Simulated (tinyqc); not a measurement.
Screening the field: polar nitride quantum well with polarisation fields.

Envelope functions on cells of 0.25 angstrom over barrier, well, barrier (widths Lb, Lw, Lb), psi = 0 beyond, psi'/m continuous (mean mass between points), c = hbar^2/2m0. With u(z) the integral of e F (F_w in the well, F_b = -F_w Lw/Lb in the barriers, 1 MV/cm = 0.01 V/angstrom), zero at the centre of the well, the electron sees u plus Vc in the barriers and the hole -u plus Vv. The transition is Eg + E_e + E_h; excitons are left out.

Constants: hbar^2/2m0 = 3.80998211 eV angstrom^2; hc = 1239.841984 eV nm.

Parameters, chosen for this exercise (near those of a GaN well in AlGaN; not measured data):
- Lw = 34 angstrom (well width)
- Lb = 60 angstrom (barrier width)
- Eg = 3.44 eV (gap of the well)
- Vc = 0.422 eV (conduction offset)
- Vv = 0.199 eV (valence offset)
- me = 0.2 m0 (electron, well)
- meb = 0.234 m0 (electron, barrier)
- mh = 1.85 m0 (hole, everywhere)

F_w = -1.2904 MV/cm

Carriers or a semipolar orientation reduce the field; here it is simply scaled in well and barrier.

Results:

| share of the field | F_w (MV/cm) | E (eV) | nm | overlap^2 | separation (angstrom) |
|---|---|---|---|---|---|
| 1.0 | -1.290 | 3.3689 | 368.0 | 0.099 | 20.1 |
| 0.6 | -0.774 | 3.4580 | 358.5 | 0.27 | 15.8 |
| 0.4 | -0.516 | 3.4937 | 354.9 | 0.45 | 12.7 |
| 0.2 | -0.258 | 3.5202 | 352.2 | 0.73 | 8.1 |
| 0.0 | 0.000 | 3.5311 | 351.1 | 0.97 | 0.0 |

Give the missing row, share of the field = 0.8.

Computed row:
```
share of the field  F_w (MV/cm)  E (eV)     nm  overlap^2  separation (angstrom)
0.8                      -1.032  3.4159  363.0       0.16                   18.2
```

Full screening shifts the line by -16.9 nm (+162 meV). The first fifth of the screening gives 47 meV and the last fifth 11 meV; a purely quadratic shift would give a ratio of 9, a linear one 1, and here it is 4.3.

(tinyqc, `OMP_NUM_THREADS=1 python tinyqc.py 1250580 1250581 out.jsonl`, Intel(R) Xeon(R) Processor @ 2.30GHz, 1 thread, shared host, about 0.07 s.)
